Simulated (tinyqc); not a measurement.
Memristor with linear dopant drift, Biolek window: two steps of the calculation.

A film of thickness D has a doped share x: R = Ron x + Roff (1 - x), i = v/R, dx/dt = k i F with k = mv Ron/D^2 and F = 1 - x^(2 p) for i >= 0 and 1 - (x - 1)^(2 p) for i < 0. The drive is v = V0 sin(2 pi f t). The model has no threshold and no heating.

Inputs (values chosen for the exercise):
```
symbol    value       unit                             meaning
Ron         200        ohm  resistance of the fully doped film
Roff      16000        ohm      resistance of the undoped film
D            10         nm                      film thickness
mv      8.2e-15  m^2/(V s)                     dopant mobility
x0         0.21                           doped share at t = 0
V0          1.3          V                           amplitude
p             2                                window exponent
f           3.5         Hz                           frequency
```

Question 1. Rate constant, charge and flux scales. k = mv Ron/D^2; R0 = R(x0); without a window the film fills (x = 1) after the charge (1 - x0)/k and the flux (R0^2 - Ron^2)/(2 k (Roff - Ron)); half a period supplies the flux V0/(pi f).

Find: k; R0; charge to fill; flux to fill; flux of half a period.

Answer 1.

k = 1.640e4 1/C
R0 = 1.268e4 ohm
charge to fill = 48.17 uC
flux to fill = 0.3103 V s
flux of half a period = 0.1182 V s

Half a period supplies 38.1 % of the flux to fill.

Question 2. One Runge-Kutta step. Step h = 1/(12 f), from t = j h. With g(t, x) = dx/dt: k1 = g(t, x), k2 = g(t + h/2, x + h k1/2), k3 = g(t + h/2, x + h k2/2), k4 = g(t + h, x + h k3), x(new) = x + h (k1 + 2 k2 + 2 k3 + k4)/6.

x at step 1 = 0.22028607
j = 1

Find: k1..k4; x at step 2.

Answer 2.

k1..k4 (1/s): 0.8495  1.2163  1.2229  1.5251
x at step 2 = 0.24907

tinyqc, about 0.1 s, one thread, Intel Xeon 2.30GHz (shared host): `OMP_NUM_THREADS=1 python tinyqc.py 2880022 2880023 out.jsonl`
